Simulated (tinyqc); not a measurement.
Activation energy and ten-year temperature from two bakes.

Question. tr goes as exp(q Ex/(kB T)); ten years are 3.15576e8 s. Find Ex and the temperature T10 at which tr is ten years.

Constants: q = 1.602176634e-19 C, kB = 1.380649e-23 J/K. Results are converted to the units shown.

time to crystallise at 473 and 498 K (s): [49000, 1076.5905]

Solution. ln tr is linear in 1/T; the line is extended to ten years.

Ex = 3.10 eV
T10 = 424 K

Program tinyqc, `OMP_NUM_THREADS=1 python tinyqc.py 2880124 2880125 out.jsonl`; Intel Xeon 2.30GHz, shared host, one thread, about 0.01 s.
